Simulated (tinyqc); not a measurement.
Worked calculation: five-frequency model of solute diffusion by vacancies in an fcc metal. Computed by tinyqc, a small Python program that keeps every step. Command: `OMP_NUM_THREADS=1 python tinyqc.py 3007607 3007608 out.jsonl fivefreq walk`. One thread of a shared host (Intel(R) Xeon(R) Processor @ 2.30GHz), about 0.08 s of CPU time with the checks. Intermediate numbers are printed to about 6 digits and carried at full precision; extremes and crossings named in words are read from the listed rows.

A vacancy next to the solute exchanges with it (w2), jumps to one of 4 sites that also neighbour the solute (w1) or to one of 7 that do not (w3); w4 is the reverse of w3 and w0 the host jump.

Inputs (values chosen for the exercise, for a model solute in a host close to gold):
```
quantity                                      value      unit
barrier E0 (host jump)                        0.676        eV
barrier E1 (vacancy circles the solute)       0.856        eV
barrier E2 (exchange)                         0.755        eV
barrier E3 (dissociation)                     0.719        eV
binding energy E_b (positive for attraction)  0.016        eV
vacancy formation energy E_f                  0.908        eV
formation entropy S_f                           1.2       k_B
attempt frequency nu                            6.9       THz
lattice constant a                             4.08  angstrom
temperature T                                   629         K
```

Constants: k_B = 8.617333262e-05 eV/K.

## Jump rates

w_i = nu exp(-E_i/(k_B T)); detailed balance gives E4 = E3 - E_b.

rates (1/s): w0 2.64539e+07, w1 955573, w2 6.15904e+06, w3 1.19662e+07, w4 1.60752e+07

## Correlation factor

Manning: with y = w4/w0, 7F = 7 - (10 y^4 + 180.5 y^3 + 927 y^2 + 1341 y)/(2 y^4 + 40.2 y^3 + 254 y^2 + 597 y + 436); f2 = (2 w1 + 7F w3)/(2 w2 + 2 w1 + 7F w3). The mean cosine between successive solute jumps follows from f2 = (1 + c)/(1 - c).

y = w4/w0 = 0.607668

7F = 5.67047

correlation factor f2 = 0.849932

mean cosine c = -0.0811206

For a tracer of the host all rates are equal and f = 0.7815; here f2 is above that.

## Diffusivities

c_v = exp(S_f - E_f/(k_B T)); host D0 = a^2 c_v w0 x 0.7815; solute D2 = a^2 c_v exp(E_b/(k_B T)) w2 f2; 1 angstrom^2 = 1e-16 cm^2.

vacancy fraction c_v = 1.76167e-07

host diffusivity D0 = 6.06267e-15 cm^2/s

solute diffusivity D2 = 2.06225e-15 cm^2/s

ratio D2/D0 = 0.340155

The ratio splits into binding 1.34, exchange rate 0.233 and correlation 1.09.

## Solute against host over temperature

The formulas are those given above.

Diffusion:
```
T (K)        f2  D0 (cm^2/s)  D2 (cm^2/s)     D2/D0
409    0.892044  9.03427e-22  1.72605e-22  0.191055
472    0.877113  3.63997e-19  8.68045e-20  0.238476
535    0.864705  3.57059e-17  1.00742e-17  0.282143
629    0.849932  6.06267e-15  2.06225e-15  0.340155
723    0.838576  2.70861e-13  1.05733e-13  0.390358
818    0.829644  5.18887e-12  2.25365e-12  0.434324
912    0.822670  5.25960e-11  2.48374e-11  0.472230
```

The apparent activation energy of D2 is 1.643 eV between the coldest rows and 1.641 eV between the hottest; without correlation it would be E_f - E_b + E2 = 1.647 eV, and the host has 1.584 eV. f2 is not small, so the exchange barrier governs.

Checks made by the program: Manning formula against a solved vacancy walk within 5 nearest-neighbour distances (relative difference 1e-03).
